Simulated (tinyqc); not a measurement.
Superjunction drift layer against a plain one, charge balance: two steps of the calculation.

Alternating n and p pillars of equal width wp, doping N and length Lp. When depleted, the lateral field peaks at Ex = q N wp/(2 eps0 eps_r) at the pillar junctions and a uniform vertical field Ey is added; breakdown is taken where Ex^2 + Ey^2 = Ef^2. Only the n pillars conduct, narrowed by the zero-bias depletion. A first-order model: the field peaks at the pillar ends are left out.

Parameters, values chosen for the exercise; values close to those of gallium nitride:
- eps_r = 9.75 (relative permittivity of the semiconductor)
- E16 = 2.94 MV/cm (critical field at a doping of 1e16 cm^-3)
- mx = 1130 cm^2/(V s) (mobility at low doping)
- mi = 59.7 cm^2/(V s) (mobility at high doping)
- Nr = 2e17 cm^-3 (reference doping of the mobility)
- BV = 1300 V (wanted breakdown voltage)
- wp = 1 um (width of each pillar)
- Ef = 2.6 MV/cm (critical field inside the pillars)
- a = 0.74 (lateral peak field as a share of Ef)
- Vb = 2.8 V (built-in voltage of the pillar junctions)

Constants: q = 1.602176634e-19 C, eps0 = 8.8541878128e-14 F/cm where lengths are in cm. Results are converted to the units shown.

Problem 1. Doping of the plain drift layer. Ec(N) = E16 (N/1e16 cm^-3)^(1/8); N(new) = eps0 eps_r Ec(N)^2/(2 q BV).

N at the start = 1e14 cm^-3

Wanted: Ec; N after iteration 1.

Solution 1.

Ec = 1.653 MV/cm
N after iteration 1 = 5.665e15 cm^-3

Problem 2. Design of the pillars. Ex = a Ef gives N = 2 eps0 eps_r a Ef/(q wp); Ey = Ef sqrt(1 - a^2); Lp = BV/Ey; xd = sqrt(eps0 eps_r Vb/(q N)) on each side; Rsp = 2 Lp/(q mu(N) N (1 - 2 xd/wp)). mu(N) = mi + (mx - mi)/(1 + (N/Nr)^0.9).

Find: N; Ey; Lp; xd; Rsp.

Solution 2.

N = 2.073e17 cm^-3
Ey = 1.749 MV/cm
Lp = 7.434 um
xd = 0.08530 um
Rsp = 0.09206 mohm cm^2

The pillars have an aspect ratio of 7.43. Their doping is 9.53 times, and their Rsp 0.401 times, that of the plain layer.

tinyqc, about 0.01 s, one thread, Intel Xeon 2.30GHz (shared host): `OMP_NUM_THREADS=1 python tinyqc.py 2590141 2590142 out.jsonl`
